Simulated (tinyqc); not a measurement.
Special k points of the simple cubic lattice: one step. Irreducible points and weights. Four cases, with inputs chosen for the exercise.

Question. Join points that an operation carries into one another (modulo reciprocal vectors); list each class by its first point in the order of (j1, j2, ...).

Lattice vectors in units of a: a1 = (1, 0, 0), a2 = (0, 1, 0), a3 = (0, 0, 1); reciprocal vectors b_i with a_i . b_j = 2 pi delta_ij. Mesh: k = sum_i f_i b_i with f_i = (2 j_i + shift)/(2 N), j_i = 0 .. N-1. The point group of the lattice has 48 operations; only those that map the mesh onto itself are used.

Case 1.

Values chosen: N = 4 (points along each reciprocal vector); shift = 0 (half steps).

Case 2.

Values chosen: N = 5 (points along each reciprocal vector); shift = 1 (half steps).

Case 3.

Values chosen: N = 3 (points along each reciprocal vector); shift = 1 (half steps).

Case 4.

Values chosen: N = 4 (points along each reciprocal vector); shift = 0 (half steps).

Give: Irreducible points; operations that keep the mesh; irreducible points.

Answer.

Case 1.

Irreducible points:

| f1 | f2 | f3 | weight |
|---|---|---|---|
| 0.0000 | 0.0000 | 0.0000 | 1 |
| 0.0000 | 0.0000 | 0.2500 | 6 |
| 0.0000 | 0.0000 | 0.5000 | 3 |
| 0.0000 | 0.2500 | 0.2500 | 12 |
| 0.0000 | 0.2500 | 0.5000 | 12 |
| 0.0000 | 0.5000 | 0.5000 | 3 |
| 0.2500 | 0.2500 | 0.2500 | 8 |
| 0.2500 | 0.2500 | 0.5000 | 12 |
| 0.2500 | 0.5000 | 0.5000 | 6 |
| 0.5000 | 0.5000 | 0.5000 | 1 |

operations that keep the mesh = 48
irreducible points = 10

The weights add up to 64 = N^3; symmetry saves a factor 6.4.

Case 2.

Irreducible points:

| f1 | f2 | f3 | weight |
|---|---|---|---|
| 0.1000 | 0.1000 | 0.1000 | 8 |
| 0.1000 | 0.1000 | 0.3000 | 24 |
| 0.1000 | 0.1000 | 0.5000 | 12 |
| 0.1000 | 0.3000 | 0.3000 | 24 |
| 0.1000 | 0.3000 | 0.5000 | 24 |
| 0.1000 | 0.5000 | 0.5000 | 6 |
| 0.3000 | 0.3000 | 0.3000 | 8 |
| 0.3000 | 0.3000 | 0.5000 | 12 |
| 0.3000 | 0.5000 | 0.5000 | 6 |
| 0.5000 | 0.5000 | 0.5000 | 1 |

operations that keep the mesh = 48
irreducible points = 10

The weights add up to 125 = N^3; symmetry saves a factor 12.5.

Case 3.

Irreducible points:

| f1 | f2 | f3 | weight |
|---|---|---|---|
| 0.1667 | 0.1667 | 0.1667 | 8 |
| 0.1667 | 0.1667 | 0.5000 | 12 |
| 0.1667 | 0.5000 | 0.5000 | 6 |
| 0.5000 | 0.5000 | 0.5000 | 1 |

operations that keep the mesh = 48
irreducible points = 4

The weights add up to 27 = N^3; symmetry saves a factor 6.8.

Case 4.

Irreducible points:

| f1 | f2 | f3 | weight |
|---|---|---|---|
| 0.0000 | 0.0000 | 0.0000 | 1 |
| 0.0000 | 0.0000 | 0.2500 | 6 |
| 0.0000 | 0.0000 | 0.5000 | 3 |
| 0.0000 | 0.2500 | 0.2500 | 12 |
| 0.0000 | 0.2500 | 0.5000 | 12 |
| 0.0000 | 0.5000 | 0.5000 | 3 |
| 0.2500 | 0.2500 | 0.2500 | 8 |
| 0.2500 | 0.2500 | 0.5000 | 12 |
| 0.2500 | 0.5000 | 0.5000 | 6 |
| 0.5000 | 0.5000 | 0.5000 | 1 |

operations that keep the mesh = 48
irreducible points = 10

The weights add up to 64 = N^3; symmetry saves a factor 6.4.

Computed by tinyqc, one run a case: `OMP_NUM_THREADS=1 python tinyqc.py N N+1 out.jsonl` with N = 1651864, 1652010, 1652578, 1681048; one thread of a shared Intel(R) Xeon(R) Processor @ 2.30GHz, about 0.2 s a run at most.
